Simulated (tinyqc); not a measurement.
Extended Hueckel theory, for H3+, step by step. The parameters take no account of the charge, which enters only through the electron count. Computed by tinyqc, a small Python program that keeps every step (integrals from PySCF). Settings: charge = 1, K = 1.75, weighted = 1, multiplicity = 1. Command: `OMP_NUM_THREADS=1 python tinyqc.py 21591 21592 out.jsonl` (the two numbers bound the seeds that draw the settings). One thread of a shared host (Intel(R) Xeon(R) Processor @ 2.60GHz), about 0.01 s of CPU time with the checks.

## Overlaps

Geometry (angstrom):
```
atom        x        y        z
H     0.00000  0.00000  0.00000
H     0.00000  0.00000  0.98400
H     0.00000  0.85200  0.49200
```

Parameters chosen for this run:
```
element  shell  Slater exponent  H_ii (eV)
H           1s          1.30000  -13.60000
```

Slater orbitals, each expanded in six Gaussians scaled to its exponent.

overlap S:
```
         1H 1s    2H 1s    3H 1s
1H 1s  1.00000  0.47835  0.47844
2H 1s  0.47835  1.00000  0.47844
3H 1s  0.47844  0.47844  1.00000
```

## Wolfsberg-Helmholz matrix

diagonal H_ii (eV): 1H 1s -13.60000, 2H 1s -13.60000, 3H 1s -13.60000

K = 1.75000

H_ij = K' S_ij (H_ii + H_jj)/2 for i != j (the diagonal keeps H_ii), with K' = K + D^2 + D^4 (1 - K), D = (H_ii - H_jj)/(H_ii + H_jj), K = 1.75.

H (eV):
```
           1H 1s      2H 1s      3H 1s
1H 1s  -13.60000  -11.38479  -11.38689
2H 1s  -11.38479  -13.60000  -11.38689
3H 1s  -11.38689  -11.38689  -13.60000
```

## Orbitals

valence electrons = 2

Solve H C = S C e through S^(-1/2); fill by pairs from the bottom, a degenerate level sharing its electrons equally; each orbital has its largest coefficient positive (the first on a tie).

orbital energies (eV): -18.58747  -4.24656  -4.24215

occupations: 2.00000  0.00000  0.00000

coefficients:
```
           MO1       MO2       MO3
1H 1s  0.41272   0.97903  -0.56533
2H 1s  0.41272  -0.97903  -0.56533
3H 1s  0.41274   0.00000   1.13059
```

sum of one-electron energies = -37.17494 eV

## Mulliken analysis

P = C n C^T; charge = valence electrons (H 1) minus the sum of (P S)_ii on the atom; overlap population = 2 sum P_ij S_ij between two atoms.

charges: 1H 0.33336, 2H 0.33336, 3H 0.33328

Overlap populations:
```
pair     value
2-1   0.325925
3-1   0.326005
3-2   0.326005
```
